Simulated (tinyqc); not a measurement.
Worked calculation: one-electron ion in a basis of Gaussians. One step of it, computed by the program tinyqc.

Task: Matrices over normalised Gaussians. With p = a_i + a_j and I(k) = Gamma((k+1)/2) / (2 p^((k+1)/2)): S = I(2l+2), T = (2l+3) a_i a_j S / p, V = -Z I(2l+1), each divided by sqrt(S_ii S_jj).

exponents of r^l exp(-a r^2) (1/bohr^2): [0.027730, 0.071500, 0.184400, 0.475300, 1.225000]

Z = 2

l = 1

Give: S; T; V.

Result:

S:
```
[[1.000, 0.763, 0.373, 0.141, 0.047],
 [0.763, 1.000, 0.763, 0.373, 0.141],
 [0.373, 0.763, 1.000, 0.763, 0.374],
 [0.141, 0.373, 0.763, 1.000, 0.763],
 [0.047, 0.141, 0.374, 0.763, 1.000]]
```

T (hartree):
```
[[0.069, 0.076, 0.045, 0.018, 0.006],
 [0.076, 0.179, 0.197, 0.116, 0.048],
 [0.045, 0.197, 0.461, 0.507, 0.299],
 [0.018, 0.116, 0.507, 1.188, 1.307],
 [0.006, 0.048, 0.299, 1.307, 3.062]]
```

V (hartree):
```
[[-0.354, -0.362, -0.259, -0.150, -0.079],
 [-0.362, -0.569, -0.581, -0.415, -0.241],
 [-0.259, -0.581, -0.914, -0.933, -0.667],
 [-0.150, -0.415, -0.933, -1.467, -1.497],
 [-0.079, -0.241, -0.667, -1.497, -2.355]]
```
